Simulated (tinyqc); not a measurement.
Pinning of the barrier by interface states.

Cowley-Sze model with the space charge neglected: phiB = S (phiM - chi) + (1 - S)(Eg - phi0), S = 1/(1 + q Dit dl/(eps0 ei)), dl in cm.

Parameters, values chosen for the exercise; band and dielectric values close to those of 4H silicon carbide:
- Eg = 3.23 eV (band gap)
- chi = 3.65 eV (electron affinity)
- dl = 0.6 nm (thickness of the interfacial layer)
- ei = 2 (relative permittivity of the interfacial layer)
- phi0 = 0.87 eV (neutral level above the valence band)
- phiM = 4.75 eV (metal work function)

Constants: q = 1.602176634e-19 C, eps0 = 8.8541878128e-14 F/cm where lengths are in cm. Results are converted to the units shown.

Result of one run:
```
S	phiB (eV)	change of phiB for 0.5 eV more work function (eV)
0.6481	1.543	0.3241
```

Which density of interface states Dit gave this result: 1e12, 1e13, 1e14, 3e14 or 1e15 cm^-2 eV^-1?

Dit = 1e13 cm^-2 eV^-1.

The whole series:
```
Dit (cm^-2 eV^-1)	S	phiB (eV)	change of phiB for 0.5 eV more work function (eV)
1e11	0.9946	1.107	0.4973
3e11	0.9840	1.120	0.4920
1e12	0.9485	1.165	0.4743
3e12	0.8600	1.276	0.4300
1e13	0.6481	1.543	0.3241
3e13	0.3804	1.881	0.1902
1e14	0.1556	2.164	0.07778
3e14	0.05785	2.287	0.02893
1e15	0.01809	2.337	0.009044
```

S falls from 0.995 to 0.0181, passing 1/2 at Dit = eps0 ei/(q dl) = 1.84e13 cm^-2 eV^-1. The barrier rises from 1.11 to 2.34 eV, from near the Schottky-Mott value phiM - chi = 1.10 eV towards the pinned value Eg - phi0 = 2.36 eV.

Program tinyqc, `OMP_NUM_THREADS=1 python tinyqc.py 2020110 2020111 out.jsonl`; Intel Xeon 2.30GHz, shared host, one thread, about 0.09 s.
